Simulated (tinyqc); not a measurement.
Worked calculation: Luttinger-Kohn k.p, four valence bands. Computed by tinyqc, a small Python program that keeps every step. Settings: g1 = 12.21, g2 = 3.61, g3 = 5.48. Command: `OMP_NUM_THREADS=1 python tinyqc.py 23026 23027 out.jsonl` (the two numbers bound the seeds that draw the settings). One thread of a shared host (Intel(R) Xeon(R) Processor @ 2.60GHz), about 0.01 s of CPU time with the checks.

## Bloch Hamiltonian at k

Luttinger parameters chosen for this model; energies are counted downward from the top of the valence band:
```
parameter      value  unit
g1         12.210000
g2          3.610000
g3          5.480000
```

k point k (1/angstrom): 0.041000  0.046000  -0.025000

P = c g1 k^2, Q = c g2 (kx^2 + ky^2 - 2 kz^2), R = c sqrt3 [-g2 (kx^2 - ky^2) + 2i g3 kx ky], S = 2 c sqrt3 g3 (kx - i ky) kz, c = hbar^2/2m = 3.809982 eV angstrom^2; rows [P+Q, -S, R, 0], [-S*, P-Q, 0, R], [R*, 0, P-Q, S], [0, R*, S*, P+Q]. The path ends lie at |k| = 0.04 1/angstrom.

H(k) at k (eV), lower triangle (Hermitian):
```
                     3/2                 1/2                 -1/2      -3/2
3/2             0.240742
1/2   0.074134+0.083175i            0.170679
-1/2  0.010363-0.136407i            0.000000             0.170679
-3/2            0.000000  0.010363-0.136407i  -0.074134-0.083175i  0.240742
```

## Levels at k

Diagonalise the Hermitian matrix.

eigenvalues (eV): 0.025835  0.025835  0.385587  0.385587

## Bands along a path

The same steps at evenly spaced points between the labelled ones.

Bands along the path (eV):
```
k               band 1    band 2    band 3    band 4
[111]         0.007620  0.007620  0.141244  0.141244
[111]-G 0.33  0.003387  0.003387  0.062775  0.062775
[111]-G 0.67  0.000847  0.000847  0.015694  0.015694
G             0.000000  0.000000  0.000000  0.000000
G-[100] 0.33  0.003380  0.003380  0.013161  0.013161
G-[100] 0.67  0.013520  0.013520  0.052642  0.052642
[100]         0.030419  0.030419  0.118445  0.118445
```

## Hole masses

E = c [g1 k^2 -/+ 2 sqrt(g2^2 k^4 + 3 (g3^2 - g2^2)(kx^2 ky^2 + ky^2 kz^2 + kz^2 kx^2))] with c = hbar^2/2m, and m* = hbar^2 k^2 / (2 E).

Masses (electron masses):
```
direction     heavy     light
[100]      0.200401  0.051467
[110]      0.486610  0.044713
[111]      0.800000  0.043159
```
